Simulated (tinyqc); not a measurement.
Changing the temperature T: growth of a silicide layer between metal and silicon: linear-parabolic kinetics, ramp anneals and Kissinger analysis. Computed by tinyqc, a small Python program. Command: `OMP_NUM_THREADS=1 python tinyqc.py 3015701 3015702 out.jsonl silicide sweep`. One thread of a shared host (Intel(R) Xeon(R) Processor @ 2.30GHz), about 0.09 s of CPU time with the checks.

One compound layer of thickness x grows by diffusion through itself and reaction at an interface, dx/dt = 1/(2x/K + 1/v), until the metal is used up at x = a h.

Inputs (values chosen for the exercise, modelled on CoSi2): metal thickness h = 18 nm; silicide formed per metal thickness a = 3.52; prefactor of the parabolic constant K = 4.6e+13 nm^2/s; activation energy E of K = 2.32 eV; prefactor of the interface velocity v = 1.7e+15 nm/s; activation energy E_v = 2.55 eV; time t = 8.3 s.

Constants: k_B = 8.617333262e-05 eV/K.

Method:
- The silicide ends at the thickness a h.
- K = K0 exp(-E/(k_B T)), v = v0 exp(-E_v/(k_B T)).
- Temperatures in kelvin are T(C) + 273.15.
- x^2/K + x/v = t, so x = (K/(2v)) [sqrt(1 + 4 v^2 t/K) - 1], capped at a h; completion time t_c = (a h)^2/K + a h/v, a h being the final thickness; crossover thickness K/v.

One run for each value:
```
temperature T (C)  completion time (s)  thickness at time t (nm)  crossover thickness (nm)
525                              39385                     0.618                   0.76666
545                              17251                     1.088                   0.70648
565                               7860                     1.768                   0.65357
585                               3715                     2.721                   0.60682
605                               1817                     4.028                   0.56533
625                                918                     5.793                   0.52833
645                                477                     8.143                   0.49521
665                                255                    11.234                   0.46546
685                                140                    15.250                   0.43862
```

Over the rows, completion time (s) falls from 39400 to 140; thickness at time t (nm) rises from 0.618 to 15.3; crossover thickness (nm) falls from 0.767 to 0.439. The apparent activation energy of 1/t_c is 2.32 eV between the first rows and 2.32 eV between the last, between E and E_v.

Caution (all rows): a disilicide really forms through metal-rich phases and by nucleation, not as one layer from the metal.

Extremes, crossings and ranges named in words are read from the listed rows.
